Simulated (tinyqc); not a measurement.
## Bandgap voltage reference from two bipolar transistors: output against temperature

Two transistors of area 1 and N carry the same current I. Is(T) = Is (T/T0)^eta exp[(Vg0 q/kB)(1/T0 - 1/T)], VBE1 = Vt ln(I/Is(T)) + I rb, VBE2 = Vt ln(I/(N Is(T))) + I rb/N. The amplifier forces I R1(T) = VBE1 - VBE2 + Vos, with R(T) = R (1 + tc (T - T0)) for both resistors, and the output is Vref = VBE1 + I R2(T). Base currents and the Early effect are neglected.

Vt = kB T/q; I = (Vt ln N + Vos)/(R1(T) - rb (1 - 1/N)).

Values chosen for this exercise; values of the order met in silicon bipolar transistors:
- T0 = 300 K (reference temperature)
- Vg0 = 1.156 V (band-gap voltage extrapolated to 0 K)
- eta = 3.3 (temperature exponent of the saturation current)
- Is = 2.3e-17 A (saturation current of the unit transistor at T0)
- N = 4 (area ratio of the second transistor)
- R1 = 10 kohm (resistor across which the difference of VBE falls, at T0)
- tc = 0 ppm/K (temperature coefficient of both resistors)
- Vos = -1.8 mV (offset of the amplifier)
- rb = 30 ohm (series resistance of the unit transistor)
- R2 = 157.4 kohm (output resistor at T0)

Constants: q = 1.602176634e-19 C, kB = 1.380649e-23 J/K. Results are converted to the units shown.

Output against temperature:
```
T (K)  I (uA)  VBE1 (V)  I R2 (V)  Vref (V)  Vref - Vref(T0) (mV)  dVref/dT (uV/K)
218    2.4297   0.81269   0.38244    1.1951               -6.9344           117.95
233    2.6093   0.78609   0.41071    1.1968               -5.2654           104.73
253    2.8488   0.75032   0.44840    1.1987               -3.3365           88.381
273    3.0883   0.71425   0.48609    1.2003               -1.7218           73.277
298    3.3876   0.66874   0.53320    1.2019              -0.11045           55.887
323    3.6869   0.62282   0.58032    1.2031                1.0842           39.902
348    3.9862   0.57652   0.62743    1.2040                1.8946           25.112
373    4.2856   0.52986   0.67455    1.2044                2.3484           11.351
398    4.5849   0.48287   0.72166    1.2045                2.4696          -1.5164
423    4.8842   0.43556   0.76878    1.2043                2.2791          -13.598
```

VBE1 falls by 1.84 mV/K on average and I R2 rises by 1.88 mV/K. The slope of Vref vanishes at T = 395 K. Between 233 and 398 K Vref spans 7.74 mV, or 39.0 ppm/K by the box method (span over the average over T, over 165 K).

tinyqc, about 0.02 s, one thread, Intel Xeon 2.30GHz (shared host): `OMP_NUM_THREADS=1 python tinyqc.py 2062079 2062080 out.jsonl`
